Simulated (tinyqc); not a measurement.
# Worked calculation: stacked nanosheet transistor, parasitic resistance, capacitance and delay

Computed by the program tinyqc: `OMP_NUM_THREADS=1 python tinyqc.py 2170080 2170081 out.jsonl`, one thread of a shared Intel Xeon 2.30GHz, about 0.06 s for the whole run. Printed values are rounded.

Ns sheets share one contact on top; each has perimeter p = 2 (Ws + ts) and cross-section A = Ws ts; contact width Wc = Ws + 10 nm, stack height Hs = Ns pv. Sheet 1 is the top one. Contact length Lc = CPP - Lg - 2 Lsp, shared by two neighbouring gates. Source and drain sides are equal. The formulas are first-order estimates, not field solutions.

Parameters, values chosen for the exercise; values close to those of silicon logic devices: temperature T = 300 K; number of sheets Ns = 2; sheet width Ws = 40 nm; sheet thickness ts = 5 nm; vertical pitch of the sheets pv = 12 nm; vertical resistance between sheet levels rv = 91 ohm; contacted gate pitch CPP = 54 nm; gate length Lg = 16 nm; spacer length Lsp = 4 nm; relative permittivity of the spacer ks = 4.5; gate height above the channel stack Hc = 25 nm; contact resistivity rc = 1.4e-9 ohm cm^2; resistivity of the source-drain epitaxy re = 0.00029 ohm cm; current-carrying depth of the epitaxy te = 15 nm; resistivity of the extension rx = 0.0013 ohm cm; gate overlap Lov = 1.5 nm; inversion capacitance Cinv = 2.5 uF/cm^2; injection velocity vx = 9.6e6 cm/s; apparent mobility mu = 180 cm^2/(V s); threshold at zero drain voltage VT = 0.21 V; barrier lowering dl = 0.069 V/V; subthreshold factor n = 1.1; wire load Cw = 0.24 fF; supply voltage Vdd = 0.8 V.

Constants: q = 1.602176634e-19 C, kB = 1.380649e-23 J/K, eps0 = 8.8541878128e-12 F/m, Vt = kB T/q. Results are converted to the units shown.

## Geometry and resistances

Epitaxy sheet resistance Rsh = re/te, transfer length LT = sqrt(rc/Rsh), contact Rc = [sqrt(rc Rsh)/Wc] coth(Lc/(2 LT)); extension of one sheet Rx = rx Lsp/A. Effective width N p; for equal currents and rv = 0 one side has Rc + Rx/N.

Lc = 30 nm
effective width = 180 nm
Rsh = 193.333 ohm
LT = 26.9098 nm
Rc = 205.611 ohm
Rx = 260 ohm
one side times effective width = 60.4100 ohm um

Lc/2 is 0.56 transfer lengths, and Rc is 10 % above the area limit rc/(Wc Lc/2). The contact makes up 61.3 % of one side.

## Capacitances

With N sheets: gate Cg = Cinv p N Lg; per side, plate Cp = ks eps0 [Wc (Hs + Hc) - N A]/Lsp, top fringe Cf = (2/pi) ks eps0 Wc ln(1 + Lg/(2 Lsp)), overlap Co = Cinv p N Lov. Cs = Cp + Cf + Co. An inverter of two such devices driving an equal one has the load CL = 2 (Cg + 2 Cs) + 4 Cs + Cw (its own drains counted twice for the Miller effect).

Cg = 72 aF
Cp = 20.4200 aF
Cf = 1.39334 aF
Co = 6.75 aF
CL = 612.506 aF

The channel capacitance gives 23.5 % of CL, the parasitic parts 37.3 % and the wire 39.2 %.

## Iteration 1: sheet currents at Vgs = Vdd, Vds = Vdd/2

I at the start (uA): sheet 1 0, sheet 2 0

One sheet: I = p Q vx u/(1 + |u|^1.8)^(1/1.8), Q = Cinv n Vt ln(1 + exp((Vg' - VT + dl Vd')/(n Vt))), u = Vd' mu/(vx Lg), Vg' = Vgs - v, Vd' = Vds - 2 v, with the drop on each side v_j = Rc sum I + rv (sum over levels k = 2..j of the current of sheets k..Ns) + Rx I_j. I(new) = I(out).

drop v (mV): sheet 1 0, sheet 2 0
I(out) (uA): sheet 1 129.018, sheet 2 129.018
I after iteration 1 (uA): sheet 1 129.018, sheet 2 129.018

## Iteration 2: sheet currents at Vgs = Vdd, Vds = Vdd/2

As before.

drop v (mV): sheet 1 86.5997, sheet 2 98.3403
I(out) (uA): sheet 1 102.646, sheet 2 98.2731
I after iteration 2 (uA): sheet 1 102.646, sheet 2 98.2731

## Course of the iteration: sheet currents at Vgs = Vdd, Vds = Vdd/2

Stop when the largest change of I is below 1e-6 uA, or after 80 iterations.

Course of the iteration:

| iteration | total I (uA) | largest \|change\| of one entry (uA) |
|---|---|---|
| 1 | 258.036 | 129 |
| 2 | 200.919 | 30.7 |
| 3 | 215.368 | 8.12 |
| 4 | 211.860 | 1.99 |
| 5 | 212.721 | 0.492 |
| 6 | 212.510 | 0.121 |
| 7 | 212.562 | 0.0296 |
| 8 | 212.549 | 7.27e-3 |
| 9 | 212.552 | 1.78e-3 |
| 10 | 212.551 | 4.37e-4 |
| 11 | 212.552 | 1.07e-4 |
| 12 | 212.552 | 2.63e-5 |
| 13 | 212.552 | 6.44e-6 |
| 14 | 212.552 | 1.58e-6 |
| 15 | 212.552 | 3.87e-7 |

Converged in 15 iterations. At the end each change is about 0.25 times the one before: linear convergence. The bottom sheet carries 97.3 % of the current of the top one.

## Effective current, delay and energy

IH = I(Vdd, Vdd/2) = 212.552 uA
IL = I(Vdd/2, Vdd), solved likewise = 89.2082 uA

Ieff = (IH + IL)/2, delay CL Vdd/(2 Ieff), energy CL Vdd^2, with CL the load of an inverter that drives an equal one.

Ieff = 150.880 uA
delay = 1.62383 ps
energy = 392.004 aJ

Without any series resistance Ieff would be 181 uA, so the resistances cost 16.9 %.
